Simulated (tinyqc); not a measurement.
Virtual-crystal alloy in the empirical-pseudopotential method, step by step. Values are carried at full precision from step to step, so a last printed digit may differ when a step is redone from the rounded ones.

Virtual crystal A(1-x)B(x): a = (1 - x) a_A + x a_B. Rule linear: V = (1 - x) V_A + x V_B. Rule volume: V = [(1 - x) a_A^3 V_A + x a_B^3 V_B]/a^3, since a form factor is an atomic potential divided by the cell volume.

Constants: hbar^2/2m0 = 3.80998211 eV angstrom^2; Ry = 13.60569312 eV.

Inputs chosen for the exercise (classic local form factors of the size used for GaAs (A) and GaP (B), which place X and L only to a few tenths of an eV; not measured data):
- a = (5.647, 5.432) angstrom (lattice constants of A, B)
- VSA = (-0.225, 0.009, 0.06) Ry (symmetric form factors of A)
- VAA = (0.071, 0.051, 0.009) Ry (antisymmetric form factors of A)
- VSB = (-0.216, 0.03, 0.07) Ry (symmetric form factors of B)
- VAB = (0.117, 0.069, 0.02) Ry (antisymmetric form factors of B)
- rule = linear (mixing rule)
- x = 0.63 (fraction of B)

## The virtual crystal

Form a, the two weights and the form factors.

a = 5.5115 angstrom

weights of A and B: 0.37000  0.63000

VS at 3, 8, 11 (Ry): -0.21933  0.02223  0.06630

VA at 3, 4, 11 (Ry): 0.09998  0.06234  0.01593

## The six lowest plane waves at X

Empirical pseudopotential on the fcc lattice, atoms at +/- tau, tau = a (1,1,1)/8, no spin-orbit coupling. H(G,G') = c (2 pi/a)^2 |k + G|^2 delta + VS(q) cos(q.tau) + i VA(q) sin(q.tau), q = G - G', c = hbar^2/2m0; k and G in units of 2 pi/a; VS at |q|^2 = 3, 8, 11 and VA at 3, 4, 11, in rydberg, zero elsewhere. At each k the basis holds all G with |k + G|^2 up to 16; energies are counted from the fourth level at Gamma.

k = (1,0,0) with the small basis G = (0,0,0), (-2,0,0), (-1,1,1), (-1,-1,-1), (-1,1,-1), (-1,-1,1) in place of the full one.

H in this small basis (eV), lower triangle (Hermitian):
```
,000,-200,-1+1+1,-1-1-1,-1+1-1,-1-1+1
000,4.951
-200,-0.848i,4.951
-1+1+1,-2.110+0.962i,2.110+0.962i,9.903
-1-1-1,2.110-0.962i,-2.110-0.962i,-0.302,9.903
-1+1-1,-2.110-0.962i,-2.110+0.962i,-0.848i,0.848i,9.903
-1-1+1,-2.110-0.962i,-2.110+0.962i,-0.848i,0.848i,0.302,9.903
```

## Levels in the small basis

Diagonalise; the gap between the fourth and fifth level is a first estimate of the direct gap at X.

levels (absolute scale of H) (eV): -0.221  5.032  9.601  9.601  12.669  12.833

gap = 3.069 eV

The full basis gives 4.210 eV for this gap.

## The lowest conduction band along Gamma-X and at L

Full basis at each k.

Levels (eV):
```
k,band 3,band 4,band 5,band 6
L,-0.931,-0.931,2.166,5.131
"(0.00,0,0)",0.000,0.000,2.207,4.803
"(0.20,0,0)",-0.368,-0.368,3.365,4.284
"(0.40,0,0)",-1.098,-1.098,3.198,4.617
"(0.60,0,0)",-1.785,-1.785,2.406,3.576
"(0.70,0,0)",-2.037,-2.037,2.132,3.016
"(0.80,0,0)",-2.221,-2.221,1.956,2.583
"(0.85,0,0)",-2.283,-2.283,1.900,2.423
"(0.90,0,0)",-2.330,-2.330,1.865,2.300
"(1.00,0,0)",-2.368,-2.368,1.842,2.196
```

On these points band 5 is lowest at (1.00,0,0), 1.842 eV above the valence top: in this model the gap is indirect, by a margin of 366 meV.

## Checks

- Fifth band at (0.85,0,0) against the equivalent point (0,0,-0.85), on the absolute scale of H (eV): both 11.1513.

(tinyqc, `OMP_NUM_THREADS=1 python tinyqc.py 1050690 1050691 out.jsonl`, Intel(R) Xeon(R) Processor @ 2.30GHz, 1 thread, shared host, about 0.2 s.)
